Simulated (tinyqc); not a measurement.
# Site energy and hopping from one surface Green function

Problem. A semi-infinite chain with site energy e0 and hopping -t has g_s = 1/(E - e0 - t^2 g_s). Inside the band |g_s| = 1/t and Re g_s = (E - e0)/(2 t^2). Find t and e0.

g_s at E = 0.89 eV = 0.49382716-0.99534046i 1/eV

Answer. t = 1/|g_s|, and e0 = E - 2 t^2 Re g_s.

t = 0.900 eV
e0 = 0.0900 eV

Computed by the program tinyqc: `OMP_NUM_THREADS=1 python tinyqc.py 2680109 2680110 out.jsonl`, one thread of a shared Intel Xeon 2.30GHz, about 0.1 s for the whole run.
